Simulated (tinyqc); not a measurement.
Thickness series: Landau-Devonshire theory of a uniaxial ferroelectric. Computed by tinyqc, a small Python program. Command: `OMP_NUM_THREADS=1 python tinyqc.py 3011871 3011872 out.jsonl ferro walk`. One thread of a shared host (Intel(R) Xeon(R) Processor @ 2.30GHz), about 0.01 s of CPU time with the checks.

G(P) = (alpha/2) P^2 + (beta*/4) P^4 + (gamma/6) P^6 - E P per volume, SI units, one domain, P along the polar axis, which is normal to the film.

Inputs (values chosen for the exercise, modelled on lead titanate):
```
quantity,value,unit
alpha_0,753000,J m/(C^2 K)
Curie-Weiss temperature T0,752,K
beta,-2.76e+08,J m^5/C^4
gamma,1.62e+09,J m^9/C^6
temperature T,555,K
misfit strain u_m,-0.013,-
electrostriction Q12,-0.026,m^4/C^2
compliance s11 + s12,5.5e-12,m^2/N
film thickness d,3.7,nm
screening length lambda,0.0035,nm
background permittivity eps_b,20,-
series capacitance C_d,5,microfarad/cm^2
```

Sample: epitaxial film.

Constants: eps_0 = 8.8541878128e-12 F/m.

Method:
- alpha = alpha_0 (T - T0*), with clamping: T0* = T0 + 4 Q12 u_m/(alpha_0 (s11 + s12)), beta* = beta + 4 Q12^2/(s11 + s12).
- Ps^2 = [-beta* + sqrt(beta*^2 - 4 alpha gamma)]/(2 gamma).
- chi = 1/(eps_0 G''), G'' = alpha + 3 beta* P^2 + 5 gamma P^4 at Ps. Ps, chi and the coercive field are for perfect screening, without a depolarising field. The intrinsic coercive field is |alpha P + beta* P^3 + gamma P^5| at the P_c where G'' = 0. 1 C/m^2 = 100 microcoulomb/cm^2.
- Between shorted electrodes with screening length lambda each, the depolarising field is -k P, k = 2 lambda/(eps_0 (d + 2 lambda eps_b)), so alpha turns into alpha + k.
- The polar state is the lowest uniform state while alpha + k < 0 (beta* > 0) or < 3 beta*^2/(16 gamma) (beta* < 0); setting the equality gives the critical thickness d_c.
- Domains are left out, though they can pre-empt both the loss of P and the state at P = 0. The second and third columns are for the shorted capacitor, polar only where it is the lowest uniform state: alpha + k < 0 (beta* > 0) or < 3 beta*^2/(16 gamma) (beta* < 0). The last column is another circuit, the film in series with C_d at P = 0: 1/C = (alpha d)/(1 + alpha eps_0 eps_b) + 1/C_d, and P = 0 is locally stable while 1/C > 0; a dash marks the rest.

alpha = -3.94159e+08 J m/C^2

beta* = 2.15636e+08 J m^5/C^4

critical thickness d_c = 1.86575 nm

spontaneous polarisation Ps = 65.6641 microcoulomb/cm^2

Against thickness:
```
d (nm),P (microcoulomb/cm^2),depolarising field (MV/m),C of the stack / C_d
1,0.000,0.00,1.0216
2,27.162,100.34,1.0442
3,48.712,122.65,1.0679
5,56.950,87.60,1.1185
8,60.563,58.82,1.2041
15,63.061,32.93,1.4658
30,64.392,16.89,2.7443
60,65.035,8.55,-
150,65.414,3.44,-
```

What follows from these numbers?

The polar state appears between 1 and 2 nm (d_c = 1.87 nm), and at 150 nm P is 99.6 % of Ps. The stack exceeds C_d wherever it is stable, up to 2.74 times: the ferroelectric held at P = 0 acts as a negative capacitance.

Extremes, crossings and ranges named in words are read from the listed rows.
